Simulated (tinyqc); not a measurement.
Effective-mass impurity with a central-cell term, in a basis of Slater functions: one step, computed by the program tinyqc.

The envelope obeys H = -nabla^2 - (2/r) [Z + A exp(-kappa r)] in effective units, with kappa = a*/lambda; positive A deepens the well near the core.

Question. Matrices over the s basis. zeta_i = zeta_1 beta^(i-1), i = 1..n. For s functions exp(-zeta r), with s = zeta_i + zeta_j: S = 2/s^3, T = zeta_i zeta_j S, V = -2 Z/s^2, W = -2 A/(s + kappa)^2; each function is normalised by dividing by sqrt(S_ii S_jj).

Inputs (values chosen for the exercise, with mass and screening modelled on AlN): charge Z of the core = 1; central-cell strength A = -4.9; basis size n = 5; smallest exponent zeta_1 = 0.36 1/a*; ratio beta of exponents = 3.1.

Impurity: donor, one isotropic band.

kappa = 13.03641 1/a*

Give: exponents; overlap S; kinetic T; Coulomb V; central cell W.

Answer.

exponents (1/a*): [0.36, 1.116, 3.4596, 10.72476, 33.25]

overlap S:
$$\begin{pmatrix}
1.000 & 0.634 & 0.200 & 0.045 & 0.009 \\
0.634 & 1.000 & 0.634 & 0.200 & 0.045 \\
0.200 & 0.634 & 1.000 & 0.634 & 0.200 \\
0.045 & 0.200 & 0.634 & 1.000 & 0.634 \\
0.009 & 0.045 & 0.200 & 0.634 & 1.000
\end{pmatrix}$$

kinetic T (Ry*):
$$\begin{pmatrix}
0.1296 & 0.2545 & 0.2485 & 0.1720 & 0.1045 \\
0.2545 & 1.245456 & 2.446 & 2.388 & 1.653 \\
0.2485 & 2.446 & 11.97 & 23.51 & 22.95 \\
0.1720 & 2.388 & 23.51 & 115.0 & 225.9 \\
0.1045 & 1.653 & 22.95 & 225.9 & 1105
\end{pmatrix}$$

Coulomb V (Ry*):
$$\begin{pmatrix}
-0.72 & -0.9351 & -0.7622 & -0.4939 & -0.2933 \\
-0.9351 & -2.232 & -2.899 & -2.363 & -1.531 \\
-0.7622 & -2.899 & -6.9192 & -8.987 & -7.324 \\
-0.4939 & -2.363 & -8.987 & -21.44952 & -27.86 \\
-0.2933 & -1.531 & -7.324 & -27.86 & -66.49
\end{pmatrix}$$

central cell W (Ry*):
$$\begin{pmatrix}
0.009665 & 0.04740 & 0.1918 & 0.5111 & 0.7461 \\
0.04740 & 0.2337 & 0.9587 & 2.623 & 3.943 \\
0.1918 & 0.9587 & 4.076 & 11.96 & 19.54 \\
0.5111 & 2.623 & 11.96 & 40.66 & 81.21 \\
0.7461 & 3.943 & 19.54 & 81.21 & 227.8
\end{pmatrix}$$
